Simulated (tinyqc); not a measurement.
Width of layer A: type-II superlattice in the two-band Kane model.

Motion along the axis, period d = a + b, c = hbar^2/2m0. Conduction and light-hole bands couple: (E - Ec)(E - Ev) = Ep c k^2 in each layer, with mass m(E) = (E - Ev)/Ep, which may be negative. The conduction envelope psi and psi'/m(E) are continuous; a layer carries them by [[cos kt, (m/k) sin kt], [-(k/m) sin kt, cos kt]] (cosh and sinh for k^2 < 0), and cos(q d) = tr(M_B M_A)/2. C1 is the first miniband above EvB, with its bottom at tr/2 = +1 and its top at -1; the gap is the bottom of C1 less the top heavy-hole level HH1.

Heavy holes are uncoupled: with e = EvB - E, p = sqrt(mhB e/c), w = sqrt(mhA (EvB - EvA - e)/c), the top level HH1 at q = 0 solves (p/mhB) tan(p b/2) = (w/mhA) tanh(w a/2).

Constants: hbar^2/2m0 = 3.80998211 eV angstrom^2; hc = 1239.841984 eV nm.

Parameters, chosen for this exercise (near those of an InAs/GaSb superlattice; the results hold for these values, not for the real material): b = 45 angstrom (layer B); EcA = 0 eV (conduction edge of A); EvA = -0.413 eV (valence edge of A); EcB = 0.916 eV (conduction edge of B); EvB = 0.109 eV (valence edge of B); EpA = 14.5 eV (coupling energy in A); EpB = 17.7 eV (coupling energy in B); mhA = 0.32 m0 (heavy hole in A); mhB = 0.26 m0 (heavy hole in B); As = (20, 30, 38, 47, 54, 66, 77) angstrom (widths of layer A).

Bottom of C1 (tr/2 = +1, above EvB), HH1, the gap and hc/gap; widths at which C1 no longer starts above EvB are left out.

Results:
```
a (angstrom),C1 (eV),HH1 (eV),gap (meV),cut-off (micrometre)
20,0.4934,0.0649,428.5,2.89
38,0.2926,0.0643,228.3,5.43
47,0.2346,0.0643,170.4,7.28
54,0.2005,0.0643,136.2,9.10
66,0.1568,0.0643,92.5,13.40
77,0.1279,0.0643,63.7,19.48
```

Give the missing row, a (angstrom) = 30.

Computed row:
```
a (angstrom)  C1 (eV)  HH1 (eV)  gap (meV)  cut-off (micrometre)
30             0.3637    0.0643      299.3                  4.14
```

From a = 20 to 77 angstrom C1 falls by 365 meV while HH1 moves by -0.6 meV, so layer A tunes the gap, from 428 to 64 meV. The cut-off shifts by 0.125 micrometre per angstrom at the thin end and 0.553 at the thick end: long wavelengths need tight control of the thickness.

(tinyqc, `OMP_NUM_THREADS=1 python tinyqc.py 1250392 1250393 out.jsonl`, Intel(R) Xeon(R) Processor @ 2.30GHz, 1 thread, shared host, about 0.03 s.)
